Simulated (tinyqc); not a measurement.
Grain growth, pinning, strength and diffusional creep of a polycrystal or thin film: one step, computed by the program tinyqc.

One mean grain size d describes the structure.

Task: Mobility and the sizes at which growth stops. M = M0 exp(-Q_m/(k_B T)). The driving pressure is 2 gamma/d. Zener pinning pressure 3 f gamma/(2 r) stops growth at d_Z = 4 r/(3 f). Grooves where boundaries meet the surface have the angle theta = arcsin(gamma/(2 gamma_s)) and are taken to stop growth at d_h = h/(2 theta), a few film thicknesses; the limit is 1/d_lim = 1/d_Z + 1/d_h.

Inputs (values chosen for the exercise, for a model solid):

| quantity | value | unit |
|---|---|---|
| boundary energy gamma | 0.5 | J/m^2 |
| mobility prefactor M0 | 5.5e-07 | m^4/(J s) |
| activation energy of boundary motion Q_m | 4.26 | eV |
| anneal temperature T | 1986 | K |
| particle volume fraction f | 0.0022 | - |
| particle radius r | 5.8 | nm |
| film thickness h | 170 | nm |
| surface energy gamma_s | 1.9 | J/m^2 |

Sample: thin film on a substrate.

Constants: k_B = 8.617333262e-05 eV/K.

Give: mobility M; Zener size d_Z; groove angle theta; groove limit d_h; limit d_lim.

Result:

mobility M = 8.511e-18 m^4/(J s)

Zener size d_Z = 3515 nm

groove angle theta = 0.1320 rad

groove limit d_h = 644.1 nm

limit d_lim = 544.4 nm

The grooves set the tighter limit.
